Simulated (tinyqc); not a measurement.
Two-diode model of a solar cell: one step of the calculation.

J is the current delivered and Vj = V + J Rs the junction voltage. J = X JL - J01 (exp(Vj/(n1 Vt)) - 1) - J02 (exp(Vj/(2 Vt)) - 1) - Vj/Rp. The photocurrent does not depend on voltage.

Question. New Vj. Maximum power: dP/dVj = f = J (1 + 2 Rs G) - G Vj = 0. G = -dJ/dVj = J01 exp(Vj/(n1 Vt))/(n1 Vt) + J02 exp(Vj/(2 Vt))/(2 Vt) + 1/Rp. H = dG/dVj; f' = -2 G - 2 Rs G^2 + (2 Rs J - Vj) H; Vj(new) = Vj - f/f'.

Values chosen for this exercise; values of the order met in cells of germanium: temperature T = 300 K; photocurrent at one sun JL = 44.2 mA/cm^2; concentration X = 50 suns; saturation current of the first diode J01 = 2.4e-5 A/cm^2; ideality factor of the first diode n1 = 1; series resistance Rs = 0.022 ohm cm^2; shunt resistance Rp = 2000 ohm cm^2; saturation current of the second diode (ideality 2) J02 = 4.9e-5 A/cm^2.

Constants: q = 1.602176634e-19 C, kB = 1.380649e-23 J/K, Vt = kB T/q. Results are converted to the units shown.

Vj at the start = 0.27 V

Wanted: J; G; H; f; f'; Vj after iteration 1.

Answer.

J = 1377 mA/cm^2
G = 32.06 S/cm^2
H = 1237 S/(cm^2 V)
f = -5337 mA/cm^2
f' = -368.3 S/cm^2
Vj after iteration 1 = 0.2555 V

Computed by the program tinyqc: `OMP_NUM_THREADS=1 python tinyqc.py 2280033 2280034 out.jsonl`, one thread of a shared Intel Xeon 2.30GHz, about 0.01 s for the whole run.
